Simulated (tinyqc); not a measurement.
Inversion-layer mobility, back-scattering and ballistic limit of a field-effect transistor: one step, computed by the program tinyqc.

The charge at the top of the source barrier is fixed by the gate; series resistance and short-channel effects are left out. F_j are Fermi integrals normalised to exp(eta) in the classical limit.

Question. Back-scattering. F_j(eta) = (1/Gamma(j + 1)) int_0^infinity x^j/(1 + exp(x - eta)) dx, F_0 = ln(1 + exp(eta)). Integrals over x = E/(k_B T) use 160 Gauss-Legendre points in u = sqrt(x) from 0 to sqrt(max(eta, 0) + 32). Ballistic channel: N_2D = g_v m k_B T/(pi hbar^2), U = e V_D/(k_B T); eta_F solves N_inv = (N_2D/2)[F_0(eta_F) + F_0(eta_F - U)]; v_T = sqrt(2 k_B T/(pi m)); I/W = e (N_2D/2) v_T [F_1/2(eta_F) - F_1/2(eta_F - U)]; injection velocity v_T F_1/2(eta_F)/F_0(eta_F). Mean free path lambda = (2 k_B T/e)(mu/v_T) F_0(eta_0)/F_-1/2(eta_0), with eta_0 from N_inv = N_2D F_0(eta_0); critical length l = L (1 + U)^(-a), an empirical rule; back-scattering r = l/(l + lambda). Then eta solves N_inv = (N_2D/2)[(1 + r) F_0(eta) + (1 - r) F_0(eta - U)] and I/W = e (N_2D/2) v_T (1 - r)[F_1/2(eta) - F_1/2(eta - U)]. Ballistic ratio: I over the ballistic current. Apparent mobility 1/(1/mu + 1/mu_B), mu_B = mu L/lambda.

Inputs (values chosen for the exercise, modelled on a 4H-SiC n-channel): transport mass m = 0.3 m_0; valley degeneracy g_v = 3; drain voltage V_D = 0.05 V; channel length L = 61 nm; exponent a of the critical length = 0.68; temperature T = 200 K.

Statistics at the top of the barrier: Fermi-Dirac.

inversion density N_inv = 3.671952e+12 1/cm^2

effective mobility mu = 29.00267 cm^2/(V s)

Constants: m_0 = 9.1093837015e-31 kg; k_B = 1.380649e-23 J/K; hbar = 1.054571817e-34 J s; k_B = 8.617333262e-05 eV/K; e = 1.602176634e-19 C.

Give: eta_0; mean free path lambda; critical length l; back-scattering coefficient r; current I/W; ballistic ratio; apparent low-field mobility.

Answer.

eta_0 = -0.2712

mean free path lambda = 1.395 nm

critical length l = 24.17 nm

back-scattering coefficient r = 0.9454

current I/W = 13.38 microampere/micrometre

ballistic ratio = 0.02912

apparent low-field mobility = 28.35 cm^2/(V s)

L/lambda = 43.73, but at this drain voltage only the first 24.2 nm can return a carrier to the source, so the device works at 3 % of its ballistic limit.
